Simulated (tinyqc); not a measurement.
## Joule-heated wire on a substrate, fin equation: effect of the conductance per length to the substrate

A wire of length L loses heat along itself to two contacts and sideways to the substrate: kap A theta'' - g theta + p = 0 with theta = T - T0 and p = p0. The ends are held at T0. Constant conductivity, diffusive heat flow.

The equation is solved on 800 equal steps and the peak is the largest node value. LH = sqrt(kap A/g); the share is the integral of g theta over that of p.

Inputs (values chosen for the exercise): conductivity along the wire kap = 20 W/(m K); cross-section A = 110 nm^2; length between the contacts L = 260 nm; thermal resistance of each contact Rc = 0 K/uW; heating per length p0 = 0.02 uW/nm.

Results:

| g (W/(m K)) | LH (nm) | L/LH | peak theta (K) | peak/(p0/g) | share to the substrate (%) |
|---|---|---|---|---|---|
| 0.033 | 258.2 | 1.007 | 69.46 | 0.1146 | 7.673 |
| 0.071 | 176.0 | 1.477 | 62.53 | 0.2220 | 14.93 |
| 0.15 | 121.1 | 2.147 | 51.72 | 0.3879 | 26.33 |
| 0.33 | 81.65 | 3.184 | 36.92 | 0.6092 | 42.19 |
| 1.5 | 38.30 | 6.789 | 12.44 | 0.9330 | 70.61 |
| 3.3 | 25.82 | 10.07 | 5.982 | 0.9870 | 80.14 |

Estimate the missing row, g = 0.71 W/(m K).

Computed row:

| g (W/(m K)) | LH (nm) | L/LH | peak theta (K) | peak/(p0/g) | share to the substrate (%) |
|---|---|---|---|---|---|
| 0.71 | 55.66 | 4.671 | 22.77 | 0.8083 | 57.98 |

With this row back in the table: As g goes from 0.033 to 3.3 W/(m K), the peak theta falls from 69.5 to 5.98 K and the share of heat to the substrate rises from 7.67 to 80.1 %; L/LH goes from 1.0 to 10. Where L/LH is smallest the peak reaches 0.11 of p0/g, where it is largest 0.99: contacts cool the wire only within a few healing lengths. At g = 3.3 W/(m K) LH or L is under 30 nm, where Fourier conduction is a rough picture.

tinyqc, about 0.01 s, one thread, Intel Xeon 2.30GHz (shared host): `OMP_NUM_THREADS=1 python tinyqc.py 2520014 2520015 out.jsonl`
